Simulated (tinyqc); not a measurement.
Raising U: Hubbard chain of 3 sites, mean field against exact. Computed by the program tinyqc. 

one-body matrix (hopping and site energies) (eV):
```
         1        2        3
1  -0.3000  -0.8200   0.0000
2  -0.8200   0.5400  -0.8200
3   0.0000  -0.8200  -0.5900
```

electrons, up and down: 2  1

Collinear unrestricted mean field (the lowest of 40 random starts) against exact diagonalisation.

Exact and mean-field results (eV):
```
U            U/t    E exact  E mean field  mean |n_up - n_down|  double occupancy, exact  first gap in the sector
0.4100    0.5000  -2.619130     -2.612323                0.3518                   0.2120                   0.8539
0.8200    1.0000  -2.371330     -2.343014                0.3895                   0.1907                   0.8897
1.6400    2.0000  -1.955989     -1.847201                0.5116                   0.1472                   0.8723
2.4600    3.0000  -1.642501     -1.452743                0.6868                   0.1090                   0.7733
3.2800    4.0000  -1.412032     -1.189796                0.8141                   0.0799                   0.6642
4.9200    6.0000  -1.115233     -0.907000                0.9195                   0.0449                   0.4957
6.5600    8.0000  -0.941250     -0.765136                0.9560                   0.0277                   0.3879
9.8400   12.0000  -0.752859     -0.625032                0.9810                   0.0132                   0.2667
16.4000  20.0000  -0.594450     -0.514388                0.9933                   0.0049                   0.1626
```

In absolute terms mean field is worst at U/t = 4.0, 0.222 eV too high: at small U it is nearly exact, and at large U it misses only exchange-scale energies. Relative to the exact energy its error is 0.3 % at the smallest U, 19 % at most and 13 % at the largest. The double occupancy falls from 0.212 to 0.005.
